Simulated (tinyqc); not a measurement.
Carrier density against temperature: charge neutrality of a doped semiconductor with incomplete ionisation. Computed by tinyqc, a small Python program. Command: `OMP_NUM_THREADS=1 python tinyqc.py 3019317 3019318 out.jsonl dopant walk`. One thread of a shared host (Intel(R) Xeon(R) Processor @ 2.30GHz), about 0.04 s of CPU time with the checks.

Energies are counted from the top of the valence band; E_D is measured down from the conduction band and E_A up from the valence band.

Inputs (values chosen for the exercise, modelled on ZnSe):
```
quantity,value,unit
gap at 0 K E_g0,2.83,eV
Varshni alpha,0.000731,eV/K
Varshni beta,291,K
electron mass m_e,0.152,m_0
valleys M_c,1,-
hole mass m_h,0.778,m_0
donor density N_D,3.9e+16,cm^-3
acceptor density N_A,4.4e+14,cm^-3
donor depth E_D,0.0261,eV
acceptor depth E_A,0.11,eV
donor degeneracy g_D,2,-
acceptor degeneracy g_A,4,-
```

Doping: n-type, compensated. Statistics of the bands: Fermi-Dirac.

Constants: k_B = 8.617333262e-05 eV/K; m_0 = 9.1093837015e-31 kg; k_B = 1.380649e-23 J/K; h = 6.62607015e-34 J s.

Method:
- E_g = E_g0 - alpha T^2/(T + beta).
- N_c = 2 M_c (2 pi m_e k_B T/h^2)^(3/2) and N_v = 2 (2 pi m_h k_B T/h^2)^(3/2), masses in units of m_0.
- n = N_c F_1/2((E_F - E_g)/k_B T), p = N_v F_1/2(-E_F/k_B T).
- F_1/2(eta) = (2/sqrt(pi)) int_0^infinity sqrt(x)/(1 + exp(x - eta)) dx, by the trapezoid rule in t = sqrt(x) with step 0.02 up to t = 12 (for eta < -12 by exp(eta) - exp(2 eta)/2^(3/2)).
- N_D+ = N_D/(1 + g_D exp((E_F - E_g + E_D)/k_B T)).
- N_A- = N_A/(1 + g_A exp((E_A - E_F)/k_B T)).
- Neutrality: p + N_D+ = n + N_A-; the log ratio is ln[(p + N_D+)/(n + N_A-)].
- Neutrality is solved by bisection at each T. The last column is -k_B d ln(n T^-3/2)/d(1/T) from this row and the one above; it turns negative as ionisation nears completion, when the density grows more slowly than that power of T.

Against temperature:
```
T (K),n (cm^-3),E_F from the band edge (eV),ionised share,activation energy (eV)
11,5.0394e+05,0.02252,0.01128,-
14,2.6419e+08,0.02154,0.01128,0.026100
19,1.2395e+11,0.01991,0.01129,0.026099
28,3.4510e+13,0.01716,0.01217,0.025711
43,9.4944e+14,0.01645,0.03563,0.018476
67,5.0997e+15,0.01972,0.14204,0.010508
100,1.2982e+16,0.02652,0.34415,0.005838
150,2.2946e+16,0.04028,0.59964,-0.000998
300,3.4161e+16,0.09734,0.88722,-0.016591
600,3.7439e+16,0.24396,0.97127,-0.049020
```

What follows from these numbers?

Between the two coldest rows the activation energy is 0.0261 eV, 1.00 of the dopant depth: with compensation E_F is pinned at the level and the full depth shows. The density is within 10 % of the net doping in one row, 600 K.
